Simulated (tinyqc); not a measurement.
## Gate sheet resistance from two finger widths

Problem. At low frequency R = Rsh Wf/(3 L) + B/Wf, where B collects the channel and vertical terms. Find Rsh, B and the width of lowest R.

Values chosen for this exercise: channel length L = 0.65 um.

input resistance of single fingers, contacted at one end, of width 1.1 and 9.8 um (ohm): 59.867599  29.546520

Solution. R Wf is a straight line in Wf^2; the minimum of R lies where both terms are equal.

Rsh = 4.60 ohm/square
B = 63.0 ohm um
width of lowest R = 5.17 um

Program tinyqc, `OMP_NUM_THREADS=1 python tinyqc.py 2262184 2262185 out.jsonl`; Intel Xeon 2.30GHz, shared host, one thread, about 0.01 s.
